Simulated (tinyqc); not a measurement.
Plane-wave Kohn-Sham cycle with exchange-only LDA in a layered model solid, step by step. Computed by tinyqc, a small Python program that keeps every step. Settings: points = 16, plane-wave index or count = 3, electrons = 2, k points = 3, area = 12.0, mixing = 0.5, iteration cap = 75, Kerker q0 = 1.36. Command: `OMP_NUM_THREADS=1 python tinyqc.py 20234 20235 out.jsonl` (the two numbers bound the seeds that draw the settings). One thread of a shared host (Intel(R) Xeon(R) Processor @ 2.60GHz), about 0.05 s of CPU time with the checks.

A solid whose potential varies along x alone (atomic units):

| parameter | value |
|---|---|
| period a | 13.200000 |
| cross-section of the cell | 12.000000 |
| electrons per cell | 2 |
| grid points | 16 |
| plane waves -n..n, n | 3 |
| k points | 3 |
| V1 in V1 cos(2 pi x/a) | -0.510000 |
| V2 in V2 cos(4 pi x/a) | 0.080000 |

Stop when sqrt(dV sum R^2) is below 1e-8, dV = a A/N.

Course of the cycle:

| iteration | E (hartree) | norm of the residual |
|---|---|---|
| 1 | -0.96760208 | 2.03e-01 |
| 2 | -0.87468948 | 1.77e-01 |
| 3 | -0.79963711 | 1.55e-01 |
| 4 | -0.73976381 | 1.37e-01 |
| 5 | -0.69223920 | 1.22e-01 |
| 6 | -0.65461443 | 1.09e-01 |
| 7 | -0.62489937 | 9.75e-02 |
| 8 | -0.60151542 | 8.73e-02 |
| 9 | -0.58321623 | 7.81e-02 |
| 10 | -0.56901019 | 6.96e-02 |
| 11 | -0.55809703 | 6.18e-02 |
| ... | ... | ... |
| 65 | -0.52840939 | 6.06e-06 |
| 66 | -0.52840939 | 5.09e-06 |
| 67 | -0.52840939 | 4.27e-06 |
| 68 | -0.52840939 | 3.58e-06 |
| 69 | -0.52840939 | 3.01e-06 |
| 70 | -0.52840939 | 2.53e-06 |
| 71 | -0.52840939 | 2.12e-06 |
| 72 | -0.52840939 | 1.78e-06 |
| 73 | -0.52840939 | 1.49e-06 |
| 74 | -0.52840939 | 1.25e-06 |
| 75 | -0.52840939 | 1.05e-06 |

Can the last value be used, and what does the course show?

Not by the stop rule, although the second column moves by less than 1e-07 over the last three steps. Not converged within 75 iterations: the residual falls steadily but slowly, by a factor of about 0.84 a step. Reruns (cap 100 unless said): mixing 0.1: not converged; mixing 0.5, Kerker q0 1.0: converged in 64 (E = -0.52841); mixing 0.3, Pulay depth 5: converged in 30 (E = -0.52841); the original settings with a cap of 400: converged in 102 (E = -0.52841).
